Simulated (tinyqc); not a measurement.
Worked calculation: lattice vibrations of a chain. One step of it, computed by the program tinyqc.

Problem. Dynamical matrix at q = 0.15. q is in units of 2 pi/a. A spring k from atom i to atom j, n cells on, adds k to Phi_ii and Phi_jj, -k exp(2 pi i q n) to Phi_ij and the conjugate to Phi_ji (for one atom a cell: 2k (1 - cos 2 pi q n)); D_ij = Phi_ij / sqrt(m_i m_j).

A chain moving along its axis:
```
atom    mass (u)  spring to the next atom (eV/angstrom^2)
1      81.000000                                18.400000
2      36.300000                                21.200000
3      18.100000                                25.400000
4     108.600000                                12.200000
```

Give: D(q).

Solution.

D(q) (eV/(angstrom^2 u)):
```
                 1        2        3                4
1           0.3778  -0.3393   0.0000  -0.0765+0.1052i
2          -0.3393   1.0909  -0.8271           0.0000
3           0.0000  -0.8271   2.5746          -0.5729
4  -0.0765-0.1052i   0.0000  -0.5729           0.3462
```
